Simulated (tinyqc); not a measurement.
Gupta-type many-body potential for a metal: one step, computed by the program tinyqc. Command: `OMP_NUM_THREADS=1 python tinyqc.py 3011243 3011244 out.jsonl gupta walk`. One thread of a shared host (Intel(R) Xeon(R) Processor @ 2.30GHz), about 0.02 s of CPU time with the checks.

E_i = sum_j A exp(-p (r_ij/r0 - 1)) - xi rho_i^gamma, with rho_i = sum_j exp(-2 q (r_ij/r0 - 1)); gamma = 1/2 is the tight-binding second-moment form. The crystal is fcc unless stated; d is the neighbour distance and a fixed number of shells is kept.

Problem. The (111) surface. fcc shells: d sqrt(k), k = 1..5, with 12, 6, 24, 12, 24 atoms; Omega = d^3/sqrt2. Cut the crystal without relaxation; an atom in layer l keeps the neighbours that lie below the surface plane. Excess = E_i + E_c. Surface energy = sum of excesses over the layers, divided by the area per surface atom: (sqrt3/2) d^2 for (111), d^2 for (100), sqrt2 d^2 for (110).

Inputs (values chosen for the exercise, for a model metal):
```
quantity                   value      unit
repulsion A               0.0832        eV
hopping xi                  1.48        eV
decay p                     10.8         -
decay q                     2.32         -
reference distance r0      2.556  angstrom
shells kept                    2         -
embedding exponent gamma    0.45         -
```

Surface: (111).

neighbour distance d = 2.579638 angstrom

cohesive energy E_c = 3.673728 eV

Constants: 1 eV/angstrom^2 = 16.02176634 J/m^2.

Give: Layers; excess per surface atom; surface energy.

Solution.

Layers:
```
layer  nearest neighbours  repulsion (eV)     rho  excess (eV)
1                       9         0.68010  9.0351      0.36880
```

excess per surface atom = 0.36880 eV

surface energy = 1.0253 J/m^2
